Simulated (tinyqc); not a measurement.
Thermal RC ladder, step response: two steps of the calculation.

A ladder of 2 nodes: R_i joins node i to node i + 1, the last R to the ambient; C_i is the heat capacity of node i; theta is the rise above ambient, zero at t = 0. d theta/dt = -A theta + b with b = (Pw/C_1, 0, ...), times in ms.

Values chosen for this exercise: resistances, junction to ambient R = [1.1, 0.47] K/W; heat capacities of the nodes C = [0.65, 4.2] mJ/K; power at node 1 from t = 0 Pw = 9.3 W; time step dt = 0.54 ms.

Question 1. Time constants and Foster resistances. A = C^(-1) K, K_ii = 1/R_(i-1) + 1/R_i (no first term for node 1), K_(i,i+1) = K_(i+1,i) = -1/R_i. The time constants tau_k are the inverse eigenvalues of A; the rise of node 1 per watt is Z(t) = sum_k r_k (1 - exp(-t/tau_k)), with r_k = v_k1^2 tau_k/C_1 and v_k the unit eigenvectors of C^(-1/2) K C^(-1/2).

Give: tau_k, rising; r_k.

Answer 1.

tau_k, rising (ms): 0.5860  2.408
r_k (K/W): 0.6866  0.8834

The r_k add up to the sum of the R_i, 1.570 K/W; the slowest constant is 4.11 times the fastest.

Question 2. One time step. Explicit Euler: theta(new) = theta + dt (b - A theta).

A (1/ms):
```
            node 1      node 2
node 1   1.3986014  -1.3986014
node 2  -0.2164502   0.7230358
```

theta after step 2 (K): node 1 9.6171705, node 2 0.9030569

Wanted: theta after step 3.

Answer 2.

theta after step 3 (K): node 1 10.76, node 2 1.67

Numbers from tinyqc (`OMP_NUM_THREADS=1 python tinyqc.py 2520119 2520120 out.jsonl`; about 0.01 s on one thread of a shared Intel Xeon 2.30GHz).
